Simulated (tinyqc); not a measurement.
Precursor delivery by bubblers, mass-transport growth and the solid composition of a III-V alloy: one step, computed by the program tinyqc. Command: `OMP_NUM_THREADS=1 python tinyqc.py 3025064 3025065 out.jsonl movpe_thermo walk`. One thread of a shared host (Intel(R) Xeon(R) Processor @ 2.30GHz), about 0.02 s of CPU time with the checks.

1 sccm = 44.615 micromol/min; 1 torr = 133.322 Pa. The sources decompose fully at the surface.

Question. Mass transport. Mean velocity u = (F_t/A)(760/p)(T/273); D = D0 (T/273)^1.75 (760/p); boundary layer delta = sqrt(pi D z/u); flux = D dp/(delta k_B T); growth rate = flux x a^3/4.

Inputs (values chosen for the exercise, modelled on trimethylgallium (source 1) and trimethylindium (source 2) for the vapour pressures):

| quantity | value | unit |
|---|---|---|
| total flow F_t | 6.8 | slm |
| reactor pressure p | 760 | torr |
| growth temperature T | 880 | K |
| diffusivity at 273 K and 760 torr | 0.45 | cm^2/s |
| flow cross-section A | 44 | cm^2 |
| distance from the leading edge z | 5.6 | cm |
| lattice constant a | 5.55 | angstrom |

Constants: k_B = 1.380649e-23 J/K.

Give: velocity u; D; boundary layer delta; growth rate per torr of group III.

Answer.

velocity u = 8.303 cm/s

D = 3.490 cm^2/s

boundary layer delta = 2.719 cm

growth rate per torr of group III = 21.67 micrometre/(h torr)

Caution: the boundary layer is a quarter or more of the root of the cross-section, so it fills much of the channel and depletion along the flow matters.
